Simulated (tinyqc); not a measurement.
Inside a calculation. Model: interdiffusion of a quantum well during annealing: blurred potential and shift of the confined levels. Computed by tinyqc, a small Python program that keeps every step. Command: `OMP_NUM_THREADS=1 python tinyqc.py 3020994 3020995 out.jsonl qwi walk`. One thread of a shared host (Intel(R) Xeon(R) Processor @ 2.30GHz), about 0.07 s of CPU time with the checks. Intermediate numbers are printed to about 6 digits and carried at full precision; extremes and crossings named in words are read from the listed rows.

A square well of width w is blurred by Fick diffusion with a constant coefficient; band offsets are linear in composition, masses are uniform, and strain and excitons are ignored.

Inputs (values chosen for the exercise, modelled on InGaAs in GaAs):
```
quantity                value    unit
well width w              7.5      nm
electron mass m_e      0.0606     m_0
hole mass m_h           0.357     m_0
conduction offset V_c    0.14      eV
valence offset V_v       0.06      eV
prefactor D0            0.037  cm^2/s
activation energy E      3.44      eV
anneal temperature T      870       C
anneal time t             240       s
```

Constants: k_B = 8.617333262e-05 eV/K; hbar^2/(2 m_0) = 3.80998212 eV angstrom^2.

## Diffusion length

D = D0 exp(-E/(k_B T)); L = sqrt(D t); share of well material at the centre erf(w/(4L)); 1 nm = 1e-7 cm. Temperatures in kelvin are T(C) + 273.15.

diffusivity D = 2.52555e-17 cm^2/s

diffusion length L = 0.778544 nm

ratio L/w = 0.103806

share at the centre = 0.999341

## Levels before the anneal

Square well, ground state: take the lowest root of k tan(k w/2) = kappa, k^2 = E/c, kappa^2 = (V - E)/c, c = hbar^2/(2m) with hbar^2/(2 m_0) in eV angstrom^2.

electron level before the anneal = 43.1401 meV

hole level before the anneal = 10.0296 meV

Caution: the well mass is used in the barriers too; a heavier barrier mass would lower these levels.

## Levels after the anneal

With L = sqrt(D t) and the share at the centre erf(w/(4L)). After the anneal: V(z) = V {1 - (1/2)[erf((w/2 - z)/(2L)) + erf((w/2 + z)/(2L))]}, energies counted from the original well bottom. Finite differences on 3000 points over |z| < w/2 + 6L + 25 nm; shifts are taken against the same grid with cell-averaged square steps. Rise of the bottom = V (1 - share at the centre). Overlap = |<electron|hole>|^2.

shift of the electron level = 5.341 meV

shift of the hole level = 2.587 meV

blue shift of the transition = 7.928 meV

rise of the gap at the centre = 0.131889 meV

overlap = 0.9637

The centre is still intact, so the shift comes from rounded edges that narrow the lower part of the well.

## Shift against diffusion length

First-order estimate for small L: the shift is 2 L^2 V |d(psi^2)/dz| at an edge, with psi the normalised square-well state: psi^2 = cos^2(k z)/(w/2 + 1/kappa) inside, so |d(psi^2)/dz| = k sin(k w)/(w/2 + 1/kappa).

Shifts (meV):
```
L/w   L (nm)  share at the centre  electron    hole     sum  first-order sum
0.02    0.15                    1     0.231   0.111   0.343         0.360507
0.04     0.3                    1      0.89   0.425   1.315          1.44203
0.07   0.525             1.000000     2.577    1.23   3.807          4.41621
0.1     0.75             0.999593      4.99   2.411   7.401          9.01266
0.15   1.125             0.981578    10.262   5.132  15.394          20.2785
0.2      1.5             0.922900    16.439   8.498  24.937          36.0507
0.3     2.25             0.761407    28.698  15.349  44.047          81.1140
0.45   3.375             0.567942    43.004  23.232  66.236          182.506
0.7     5.25             0.386495    57.607  30.985  88.592          441.621
1        7.5             0.276326    67.344  35.965  103.31          901.266
```

The sum grows as L^1.94 between the first rows (L^2, linear in time, in first order) and as L^0.43 between the last, as it bends towards the limit V_c + V_v less the original levels, 146.8 meV. The first-order form is off by +5 % in the first row and +22 % at L/w = 0.1; it needs L well below the decay length 1/kappa. At L/w = 0.2 the hole level has moved by the larger share of its offset (14.2 % for the hole, 11.7 % for the electron).

Checks made by the program: finite differences against the square-well equation (relative difference 2e-06).
